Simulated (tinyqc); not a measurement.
Charge control and current of a heterostructure field-effect transistor: one step, computed by the program tinyqc.

Two subbands in a triangular well; E_F is counted from the conduction band edge of the channel at the interface.

Question. Saturation current. With V = e n_s/C_g and V_c = v_s L/mu: for v = mu F/(1 + mu F/v_s), V_Dsat = V_c (sqrt(1 + 2V/V_c) - 1) and I/W = C_g v_s (V - V_Dsat); g_m = dI/dV; extrinsic g_m/(1 + g_m R_S); f_T = g_m/(2 pi C_g L).

Inputs (values chosen for the exercise, modelled on AlGaN/GaN):

| quantity | value | unit |
|---|---|---|
| conduction band offset dE_c | 0.55 | eV |
| mobility mu | 1800 | cm^2/(V s) |
| saturation velocity v_s | 1.3 | 1e7 cm/s |
| gate length L | 98 | nm |
| source resistance R_S | 0 | ohm mm |
| temperature T | 77 | K |

Charge source: polarisation. Velocity law: smooth.

sheet density n_s = 1.646885e+13 1/cm^2

gate capacitance C_g = 0.3061729 microfarad/cm^2

Constants: e = 1.602176634e-19 C.

Give: V; V_c; V_Dsat; saturation current I/W; intrinsic g_m; extrinsic g_m; intrinsic f_T.

Answer.

V = 8.618 V

V_c = 0.07078 V

V_Dsat = 1.036 V

saturation current I/W = 3018 mA/mm

intrinsic g_m = 372.6 mS/mm

extrinsic g_m = 372.6 mS/mm

intrinsic f_T = 197.6 GHz

V/V_c = 121.76: velocity saturation rules; I is 88 % of e n_s v_s = 3430 mA/mm. Caution: E_F lies above the conduction band minimum of the barrier, so electrons would spill into the barrier.
